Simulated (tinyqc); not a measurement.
Closing and inverting the gap: three-level Kane dispersion of a narrow-gap semiconductor.

Zero of energy at Gamma8, c = hbar^2/2m0, P^2 = Ep c. The free-electron term and remote bands are left out, so the heavy holes are flat at E = 0 and the other three bands obey E (E - Eg)(E + Dso) = P^2 k^2 (E + 2 Dso/3). The conduction band is the highest root; its edge is Ec = max(Eg, 0).

Constants: hbar^2/2m0 = 3.80998211 eV angstrom^2.

Parameters, chosen for this exercise (out of a larger set: near those of InAs; not measured data):
- Dso = 0.38 eV (spin-orbit splitting)
- Ep = 20.7 eV (Kane energy)
- k = 0.038 1/angstrom (wave vector)

Eg is varied at fixed k, Dso and Ep. Edge mass: Eg (Eg + Dso)/(Ep (Eg + 2 Dso/3)) for Eg > 0, 3 |Eg|/(2 Ep) for Eg < 0. The Gamma6 weight of the conduction state is 1/(1 + P^2 k^2 [(2/3)/E^2 + (1/3)/(E + Dso)^2]).

Results:

| Eg (eV) | m0* | highest root (eV) | middle (eV) | lowest (eV) | E - Ec (meV) | Gamma6 weight |
|---|---|---|---|---|---|---|
| -0.300 | 0.02174 | 0.1828 | -0.2633 | -0.5995 | 182.8 | 0.295 |
| -0.150 | 0.01087 | 0.2349 | -0.2293 | -0.5356 | 234.9 | 0.404 |
| -0.015 | 0.00109 | 0.2968 | -0.1960 | -0.4958 | 296.8 | 0.514 |
| 0.015 | 0.00107 | 0.3126 | -0.1887 | -0.4889 | 297.6 | 0.539 |
| 0.060 | 0.00407 | 0.3377 | -0.1781 | -0.4796 | 277.7 | 0.575 |
| 0.150 | 0.00952 | 0.3925 | -0.1583 | -0.4642 | 242.5 | 0.643 |
| 0.300 | 0.01781 | 0.4963 | -0.1304 | -0.4459 | 196.3 | 0.737 |

Give the missing row, Eg (eV) = -0.060.

Computed row:
```
Eg (eV)      m0*  highest root (eV)  middle (eV)  lowest (eV)  E - Ec (meV)  Gamma6 weight
-0.060   0.00435             0.2745      -0.2071      -0.5075         274.5          0.477
```

The edge mass vanishes with |Eg| from both sides, yet the kinetic energy at this k stays finite, at most 297.6 meV in the table; at Eg = 0 the two-level form, without the split-off band, gives the linear value sqrt(2/3) P k = 275.5 meV. The Gamma6 weight of the conduction state goes smoothly from 0.29 to 0.74 and is 0.51 and 0.54 in the two rows next to Eg = 0: at finite k nothing jumps at the inversion.

Program tinyqc; command `OMP_NUM_THREADS=1 python tinyqc.py 1050587 1050588 out.jsonl`; about 0.01 s on one thread of a shared Intel(R) Xeon(R) Processor @ 2.30GHz.
